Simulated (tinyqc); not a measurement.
Width of the well: optical transitions of a finite quantum well.

Each carrier sees a square well of width L with its own depth V and masses m (inside), mb (outside); c = hbar^2/2m0, k = sqrt(m E/c), kappa = sqrt(mb (V - E)/c), and level n solves k L + 2 atan[(k/m)/(kappa/mb)] = n pi. The envelope is cos(kz) for odd n and sin(kz) for even n inside, joins exp(-kappa (|z| - L/2)) outside, and is normalised to 1. Excitons and band mixing are left out.

Constants: hbar^2/2m0 = 3.80998211 eV angstrom^2; hc = 1239.841984 eV nm.

Values chosen for the exercise (near those of a GaAs well in AlGaAs; shifted at random, so the results belong to these values and not to a real crystal):
- Eg = 1.503 eV (gap of the well)
- Vc = 0.154 eV (conduction offset)
- Vv = 0.081 eV (valence offset)
- me = 0.0687 m0 (electron, well)
- meb = 0.0828 m0 (electron, barrier)
- mh = 0.335 m0 (heavy hole along z, well)
- mhb = 0.395 m0 (heavy hole, barrier)
- ml = 0.0885 m0 (light hole along z, well)
- mlb = 0.1137 m0 (light hole, barrier)
- Ls = (33, 54, 64, 75, 99, 141, 189) angstrom (widths)

Edge wavelength hc/(Eg + e1 + hh1), squared e1-hh1 overlap, lh1 - hh1, and the 1-2 intersubband energy with f_12 = (m1/c) E12 z_12^2, 1/m1 = <1|1/m|1> (dash: e2 unbound).

Results:

| L (angstrom) | edge (nm) | overlap^2 | lh1 - hh1 (meV) | E12 (meV) | f_12 |
|---|---|---|---|---|---|
| 33 | 763.9 | 0.9306 | 21.4 | - | - |
| 54 | 785.8 | 0.9622 | 18.5 | - | - |
| 64 | 792.5 | 0.9701 | 16.6 | 104.4 | 0.568 |
| 75 | 798.2 | 0.9761 | 14.6 | 98.7 | 0.919 |
| 99 | 806.4 | 0.9843 | 11.1 | 76.1 | 0.987 |
| 141 | 813.9 | 0.9910 | 7.3 | 47.7 | 0.977 |
| 189 | 818.0 | 0.9945 | 4.8 | 30.4 | 0.969 |

The edge tunes from 764 to 818 nm, towards hc/Eg = 825 nm, while the overlap goes from 0.931 to 0.995. e2 binds at L = pi sqrt(c/(me Vc)) = 59.6 angstrom; f_12 starts from zero there and is 0.568 at 64 angstrom, the rest going to the continuum; among the widths listed it peaks at 0.987 (99 angstrom) and is 0.969 in the widest well, against 0.961 for hard walls.

Run: tinyqc, `OMP_NUM_THREADS=1 python tinyqc.py 1281515 1281516 out.jsonl`; Intel(R) Xeon(R) Processor @ 2.30GHz, one thread, shared host; about 0.07 s of CPU time with all checks.
